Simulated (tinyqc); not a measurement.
Atomic layer deposition: Langmuir saturation, growth per cycle and coating of deep features: one step, computed by the program tinyqc.

Precursor A sticks only on free sites, so a long enough pulse saturates; co-reactant B then frees the sites again.

Question. The first four cycles. One cycle from coverage th0: pulse A gives th1 = th_s + (th0 - th_s) exp(-(k_a + k_d) t), th_s = k_a/(k_a + k_d); the purge leaves th2 = th1 exp(-k_d t_p); pulse B converts c_B th2 into film and leaves th3 = (1 - c_B) th2. Growth = G c_B th2. Start from th0 = 0.

Inputs (values chosen for the exercise, modelled on silicon dioxide from an aminosilane and ozone):
```
quantity                               value      unit
growth per cycle at saturation G         1.2  angstrom
temperature T                            200         C
pulse time t                          0.0014         s
co-reactant completion per pulse c_B     0.9         -
purge time t_p                            13         s
```

k_a = 607.0073 1/s

k_d = 0.03265125 1/s

Give: Cycles.

Answer.

Cycles:
```
cycle       th0      th1      th2       th3  growth (angstrom)
1      0.000000  0.57249  0.37448  0.037448            0.40444
2      0.037448  0.58850  0.38495  0.038495            0.41575
3      0.038495  0.58895  0.38524  0.038524            0.41606
4      0.038524  0.58896  0.38525  0.038525            0.41607
```
